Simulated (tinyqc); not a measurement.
# Planar ballistic transistor, top-of-the-barrier model, step by step

Computed by the program tinyqc: `OMP_NUM_THREADS=1 python tinyqc.py 2400043 2400044 out.jsonl`, one thread of a shared Intel Xeon 2.30GHz, about 0.01 s for the whole run. Printed values are rounded.

At the top of the source barrier, states moving towards the drain are filled by the source (Fermi level 0) and states moving back by the drain (Fermi level -q Vd); nothing scatters. U is the shift of the band edge there, set by the capacitances CG, CD and CS (the total) and by the charge. Parabolic two-dimensional band; the source is grounded.

Parameters, values chosen for the exercise; mass and valleys close to those of gallium arsenide:
- T = 300 K (temperature)
- m = 0.0693 m0 (effective mass)
- gv = 1 (valley degeneracy)
- eox = 3.9 (relative permittivity of the gate insulator)
- tox = 3.4 nm (insulator thickness)
- aG = 0.94 (gate control CG/CS)
- aD = 0.058 (drain control CD/CS)
- E0 = 0.39 eV (band edge at the barrier top above the source Fermi level at zero bias)
- Vg = 0.4 V (gate voltage)
- Vd = 0.1 V (drain voltage)

Constants: q = 1.602176634e-19 C, kB = 1.380649e-23 J/K, hbar = 1.054571817e-34 J s, m0 = 9.1093837015e-31 kg, Vt = kB T/q, eps0 = 8.8541878128e-14 F/cm where lengths are in cm. Results are converted to the units shown.

## Density of states, capacitances and charge at zero bias

N0 = gv m kB T/(pi hbar^2), CG = eps0 eox/tox, vT = sqrt(2 kB T/(pi m)), CS = CG/aG, n0 = n at U = 0 and Vd = 0. eta1 = -(E0 + U)/Vt, eta2 = eta1 - Vd/Vt, n = (N0/2)[F_0(eta1) + F_0(eta2)], F_0(x) = ln(1 + exp x). UL = -(aG Vg + aD Vd).

N0 = 7.483841e11 cm^-2
CG = 1.015627 uF/cm^2
CS = 1.080455 uF/cm^2
n0 = 2.100936e5 cm^-2
UL = -0.3818 eV

## Iteration 1: self-consistent potential at the barrier top

U at the start (U = UL) = -0.3818 eV

eta1 = -(E0 + U)/Vt, eta2 = eta1 - Vd/Vt, n = (N0/2)[F_0(eta1) + F_0(eta2)], F_0(x) = ln(1 + exp x). U(out) = UL + q (n - n0)/CS. U(new) = U + 0.5 (U(out) - U).

eta1 = -0.3171902
eta2 = -4.185363
n = 2.103625e11 cm^-2
U(out) = -0.3506059 eV
U after iteration 1 = -0.3662030 eV

## Iteration 2: self-consistent potential at the barrier top

As before.

eta1 = -0.9205101
eta2 = -4.788683
n = 1.285565e11 cm^-2
U(out) = -0.3627367 eV
U after iteration 2 = -0.3644699 eV

## Course of the iteration: self-consistent potential at the barrier top

Stop when U changes by less than 1e-9 eV, or after 90 iterations.

Course of the iteration:
```
iteration      U (eV)  |change| (eV)
1          -0.3662030         0.0156
2          -0.3644699        1.73e-3
3          -0.3641354        3.34e-4
4          -0.3640679        6.75e-5
5          -0.3640541        1.37e-5
6          -0.3640513        2.80e-6
7          -0.3640507        5.72e-7
8          -0.3640506        1.17e-7
9          -0.3640506        2.38e-8
10         -0.3640506        4.86e-9
11         -0.3640506       9.91e-10
```

Converged in 11 iterations. At the end each change is about 0.20 times the one before: linear convergence.

## Current, mean velocity and share of the gate voltage

converged U = -0.3640506 eV

N0 = gv m kB T/(pi hbar^2), CG = eps0 eox/tox, vT = sqrt(2 kB T/(pi m)), CS = CG/aG, n0 = n at U = 0 and Vd = 0. eta1 = -(E0 + U)/Vt, eta2 = eta1 - Vd/Vt, n = (N0/2)[F_0(eta1) + F_0(eta2)], F_0(x) = ln(1 + exp x). I = q (N0/2) vT [F_(1/2)(eta1) - F_(1/2)(eta2)] per width, F_(1/2)(x) = (2/sqrt(pi)) int_0^infinity u^(1/2)/(1 + exp(u - x)) du. Mean velocity I/(q n). CQ = (q/Vt) dn/d(eta1); the band edge follows the gate as -dU/dVg = aG/(1 + CQ/CS).

eta1 = -1.003767
n = 1.196962e11 cm^-2
I = 39.09279 uA/um
mean velocity = 2.038477e7 cm/s
CQ = 0.6395988 uF/cm^2
-dU/dVg = 0.5904627 eV/V

The carriers from the source are near degeneracy (eta1 = -1.00), and the mean velocity is 0.997 times vT = sqrt(2 kB T/(pi m)) = 2.04e7 cm/s.
